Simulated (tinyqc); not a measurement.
Electroplating on a thin resistive seed layer: kinetics, Wagner number and the terminal effect across a wafer: one step, computed by the program tinyqc.

Current enters the seed at the rim. The bath is treated as a local resistance per area (no lateral flow in the liquid), two electrons per ion, molar volume 7.11 cm^3/mol, Faraday constant F = e N_A, kinematic viscosity 0.01 cm^2/s, omega = 2 pi x rpm/60; k_B T/e is in volts.

Problem. Rate, limit and resistances. Growth rate = i V_m/(2 F). Levich limit i_L = 0.62 x 2 F D^(2/3) omega^(1/2) nu^(-1/6) c. Tafel overpotential eta = (k_B T/(alpha e)) ln(i/i_0); kinetic resistance k_B T/(alpha e i); bath resistance h/kappa + plate; R_s = resistivity/t; Wagner number = kinetic resistance x kappa/R.

Inputs (values chosen for the exercise, of the order of those for copper plating from an acid sulfate bath): wafer radius R = 10 cm; seed thickness t = 89 nm; seed resistivity = 7.7 microohm cm; bath conductivity kappa = 0.042 S/cm; gap to the anode h = 9.9 cm; extra resistance of a porous plate = 0 ohm cm^2; exchange current density i_0 = 0.45 mA/cm^2; cathodic transfer coefficient alpha = 0.64; mean current density = 34 mA/cm^2; diffusivity of the metal ion = 6.5e-06 cm^2/s; metal ion concentration = 0.63 mol/L; rotation rate = 200 rpm; temperature T = 298 K.

Constants: e = 1.602176634e-19 C; N_A = 6.02214076e+23 1/mol; k_B = 8.617333262e-05 eV/K.

Give: growth rate; limiting current i_L; overpotential; kinetic resistance; bath resistance R_b; sheet resistance R_s; Wagner number.

Solution.

growth rate = 751.6 nm/min

limiting current i_L = 258.8 mA/cm^2

overpotential = 173.5 mV

kinetic resistance = 1.180 ohm cm^2

bath resistance R_b = 235.7 ohm cm^2

sheet resistance R_s = 0.8652 ohm/square

Wagner number = 0.004957
